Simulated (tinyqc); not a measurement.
Thin-film transistor with exponential tail and deep states, accumulation layer: one step of the calculation.

An undoped film in accumulation, thicker than the space-charge layer. With band bending psi the Fermi level lies E0 - psi below the band edge. Free electrons n = n0 exp(psi/Vt) carry the current; electrons in two exponential distributions of traps, a = a0 exp(psi/Va) and d = d0 exp(psi/Vp), do not. Linear regime, ohmic contacts, traps in equilibrium.

Problem. Free and total charge, current. Va = kB Tt/q, Vp = kB Td/q. G(psi) = sum over the three kinds of c0 [V (exp(psi/V) - 1) - psi], field F = sqrt(2 q G/(eps0 eps_r)); Vg = psi + eps0 eps_r F/Ci at the surface. Total charge Q = Ci (Vg - psi_s); free charge Qf = q times the integral of n0 (exp(psi/Vt) - 1)/F over psi from 0 to psi_s; I = (W/L) mb Qf Vd; effective mobility mb Qf/Q.

Values chosen for this exercise; values close to those of amorphous silicon:
- T = 250 K (temperature)
- eps_r = 11.8 (relative permittivity of the semiconductor)
- mb = 7.7 cm^2/(V s) (band mobility)
- Tt = 310 K (characteristic temperature of the tail)
- Td = 1080 K (characteristic temperature of the deep states)
- Ci = 35 nF/cm^2 (gate capacitance)
- WL = 2 (ratio W/L)
- Vd = 0.05 V (drain voltage)
- Vg = 7.3 V (gate voltage above flat band)

Constants: q = 1.602176634e-19 C, kB = 1.380649e-23 J/K, Vt = kB T/q, eps0 = 8.8541878128e-14 F/cm where lengths are in cm. Results are converted to the units shown.

psi_s = 0.551663478 V
n0 = 1.55727197e6 cm^-3
a0 = 5.68151695e9 cm^-3
d0 = 6.13069937e14 cm^-3

Wanted: surface densities; Q; Qf; effective mobility; I.

Solution.

surface densities (cm^-3): free 2.058e17, tail 5.285e18, deep 2.301e17
Q = 236.2 nC/cm^2
Qf = 4.693 nC/cm^2
effective mobility = 0.1530 cm^2/(V s)
I = 3.613 nA

tinyqc, about 0.02 s, one thread, Intel Xeon 2.30GHz (shared host): `OMP_NUM_THREADS=1 python tinyqc.py 2610037 2610038 out.jsonl`
